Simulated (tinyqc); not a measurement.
## n-type polysilicon, carrier trapping at grain boundaries: effect of the doping

One-dimensional grains of size Lg, uniform ionised doping N, monovalent traps Qt at each boundary at a depth Et below (for electrons) or above (for holes) the band edge there, abrupt depletion of width W on each side of a boundary, Boltzmann statistics. xi is the distance from the band edge at the grain centre to the Fermi level. Trapped charge Qt/(1 + exp((xi + VB - Et)/Vt)) = 2 N W, barrier VB = q N W^2/(2 eps0 eps_r).

If the trap equation with xi = Vt ln(NB/N) has a root W < Lg/2, the grain is partly depleted; otherwise W = Lg/2 and the trap equation gives xi = Et - VB + Vt ln(Qt/(N Lg) - 1). N* = Qt/Lg. n0 = NB exp(-xi/Vt); mean density n0 (1 - 2 W/Lg) by charge balance in a partly depleted grain, and n0 (sqrt(pi)/2) erf(u)/u with u = sqrt(VB/Vt) in a fully depleted one; v = sqrt(kB T/(2 pi ms m0)); barrier resistivity Vt exp(VB/Vt)/(q fe n0 v Lg); grain resistivity (1 - 2 W/Lg)/(q n0 mug); effective mobility 1/(q mean density total resistivity). Rows with xi above 0.45 V, towards mid-gap, are left out, since the other carrier type is ignored.

Values chosen for this exercise; values of the order met in polycrystalline silicon: temperature T = 350 K; relative permittivity eps_r = 11.7; conduction-band density of states at T NB = 3.53e19 cm^-3; grain size Lg = 46 nm; trap density of a grain boundary Qt = 2.8e12 cm^-2; depth of the trap level from the majority band edge at the boundary Et = 0.45 eV; mass for thermionic emission ms = 0.34 m0; correction factor of the emission rate fe = 0.5; mobility inside the grains mug = 47 cm^2/(V s).

Constants: q = 1.602176634e-19 C, kB = 1.380649e-23 J/K, m0 = 9.1093837015e-31 kg, Vt = kB T/q, eps0 = 8.8541878128e-14 F/cm where lengths are in cm. Results are converted to the units shown.

Result of one run:

| N/N* | depleted share 2 W/Lg | VB (V) | xi (V) | mean density (cm^-3) | resistivity (ohm cm) | effective mobility (cm^2/(V s)) |
|---|---|---|---|---|---|---|
| 4.764 | 0.2099 | 0.05226 | 0.07538 | 2.291e18 | 0.06822 | 39.93 |

Which doping N gave this result: 2.1e17, 4.1e17, 1.5e18, 2.9e18 or 5.5e18 cm^-3?

N = 2.9e18 cm^-3.

The whole series:

| N (cm^-3) | N/N* | depleted share 2 W/Lg | VB (V) | xi (V) | mean density (cm^-3) | resistivity (ohm cm) | effective mobility (cm^2/(V s)) |
|---|---|---|---|---|---|---|---|
| 2.1e17 | 0.3450 | 1.000 | 0.08591 | 0.3834 | 5.488e13 | 2666 | 42.66 |
| 4.1e17 | 0.6736 | 1.000 | 0.1677 | 0.2604 | 2.357e15 | 680.5 | 3.892 |
| 7.9e17 | 1.298 | 0.7646 | 0.1889 | 0.1146 | 1.860e17 | 10.95 | 3.063 |
| 1.5e18 | 2.464 | 0.4057 | 0.1010 | 0.09526 | 8.914e17 | 0.3643 | 19.22 |
| 2.9e18 | 4.764 | 0.2099 | 0.05226 | 0.07538 | 2.291e18 | 0.06822 | 39.93 |
| 5.5e18 | 9.036 | 0.1107 | 0.02756 | 0.05607 | 4.891e18 | 0.02892 | 44.12 |
| 1.1e19 | 18.07 | 0.05534 | 0.01378 | 0.03517 | 1.039e19 | 0.01376 | 43.64 |

As N goes from 2.1e17 to 1.1e19, VB goes from 0.0859 through a maximum of 0.189 (at N = 7.9e17 among the rows listed) to 0.0138 V, the resistivity falls from 2670 to 0.0138 ohm cm and the effective mobility moves up and down between 3.06 and 44.1 cm^2/(V s). The steepest fall of the resistivity among the rows, as N^(-6.3), lies between N = 4.1e17 and 7.9e17 cm^-3; N* = 6.09e17 cm^-3. While the grain is fully depleted VB grows as N; once the traps are full it falls as 1/N. For N = 2.9e18, 5.5e18, 1.1e19 xi is under 2.5 Vt, where Boltzmann statistics begin to fail. For N = 5.5e18, 1.1e19 VB is below Vt, where abrupt depletion and thermionic emission are rough. For N = 7.9e17 the grain is near the changeover between partial and full depletion, within a few Debye lengths, where both limits are rough.

Computed by the program tinyqc: `OMP_NUM_THREADS=1 python tinyqc.py 2830213 2830214 out.jsonl`, one thread of a shared Intel Xeon 2.30GHz, about 0.01 s for the whole run.
